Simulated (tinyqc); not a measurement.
Electroplating on a thin resistive seed layer: kinetics, Wagner number and the terminal effect across a wafer: one step, computed by the program tinyqc. Command: `OMP_NUM_THREADS=1 python tinyqc.py 3120737 3120738 out.jsonl terminal walk`. One thread of a shared host (Intel(R) Xeon(R) Processor @ 2.30GHz), about 0.02 s of CPU time with the checks.

Current enters the seed at the rim. The bath is treated as a local resistance per area (no lateral flow in the liquid), two electrons per ion, molar volume 7.11 cm^3/mol, Faraday constant F = e N_A, kinematic viscosity 0.01 cm^2/s, omega = 2 pi x rpm/60; k_B T/e is in volts.

Question. Rate, limit and resistances. Growth rate = i V_m/(2 F). Levich limit i_L = 0.62 x 2 F D^(2/3) omega^(1/2) nu^(-1/6) c. Tafel overpotential eta = (k_B T/(alpha e)) ln(i/i_0); kinetic resistance k_B T/(alpha e i); bath resistance h/kappa + plate; R_s = resistivity/t; Wagner number = kinetic resistance x kappa/R.

Inputs (values chosen for the exercise, of the order of those for copper plating from an acid sulfate bath):
```
quantity,value,unit
wafer radius R,7.5,cm
seed thickness t,130,nm
seed resistivity,9.9,microohm cm
bath conductivity kappa,0.18,S/cm
gap to the anode h,6,cm
extra resistance of a porous plate,27,ohm cm^2
exchange current density i_0,0.2,mA/cm^2
cathodic transfer coefficient alpha,0.84,-
mean current density,39,mA/cm^2
diffusivity of the metal ion,6.5e-06,cm^2/s
metal ion concentration,0.68,mol/L
rotation rate,200,rpm
temperature T,298,K
```

Constants: e = 1.602176634e-19 C; N_A = 6.02214076e+23 1/mol; k_B = 8.617333262e-05 eV/K.

Give: growth rate; limiting current i_L; overpotential; kinetic resistance; bath resistance R_b; sheet resistance R_s; Wagner number.

Answer.

growth rate = 862.2 nm/min

limiting current i_L = 279.4 mA/cm^2

overpotential = 161.2 mV

kinetic resistance = 0.7839 ohm cm^2

bath resistance R_b = 60.33 ohm cm^2

sheet resistance R_s = 0.7615 ohm/square

Wagner number = 0.01881
